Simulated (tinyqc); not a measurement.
Grain growth, pinning, strength and diffusional creep of a polycrystal or thin film: one step, computed by the program tinyqc. Command: `OMP_NUM_THREADS=1 python tinyqc.py 3010112 3010113 out.jsonl grain walk`. One thread of a shared host (Intel(R) Xeon(R) Processor @ 2.30GHz), about 0.01 s of CPU time with the checks.

One mean grain size d describes the structure.

Question. Grain size after the anneal. dd/dt = 2 M gamma (1/d - 1/d_lim) integrates to 2 M gamma t = d_lim (d0 - d) + d_lim^2 ln[(d_lim - d0)/(d_lim - d)]; without pinning d^2 = d0^2 + 4 M gamma t.

Inputs (values chosen for the exercise, modelled on tungsten): boundary energy gamma = 1.1 J/m^2; anneal temperature T = 2409 K; anneal time t = 14 s; initial grain size d0 = 16 nm.

mobility M = 1.048777e-16 m^4/(J s)

limit d_lim = 247.6188 nm

Give: size without pinning; grain size d.

Answer.

size without pinning = 81.95 nm

grain size d = 73.23 nm

Pinning holds d to 89 % of the free value.
